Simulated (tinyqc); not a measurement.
Time-domain thermoreflectance: layered heat flow under a modulated pulse train, and what the signal ratio measures: one step, computed by the program tinyqc.

Pulses repeat at 80 MHz; heat is laid down at the surface, all layers are isotropic, and the film is in perfect contact with the substrate.

Task: Length and time scales. Penetration depth sqrt(kappa/(pi f C)); effusivity sqrt(kappa C); cooling time of the metal d C_m/G; Kapitza length kappa/G.

Inputs (values chosen for the exercise, modelled on aluminium on sapphire):
```
quantity                                value        unit
metal thickness d                          92          nm
metal heat capacity                      2.42  MJ/(m^3 K)
boundary conductance G under the metal     44  MW/(m^2 K)
substrate conductivity kappa             34.4     W/(m K)
substrate heat capacity C                3.09  MJ/(m^3 K)
modulation frequency f                      2         MHz
spot radius w (1/e^2, pump and probe)     4.4  micrometre
```

Stack: metal, film, substrate.

Give: penetration depth; effusivity; cooling time of the metal; Kapitza length; depth over spot radius.

Result:

penetration depth = 1.3311 micrometre

effusivity = 10310 W s^(1/2)/(m^2 K)

cooling time of the metal = 5060 ps

Kapitza length = 781.82 nm

depth over spot radius = 0.30252

The penetration depth is not small against the spot, so radial spreading in the substrate matters at f.
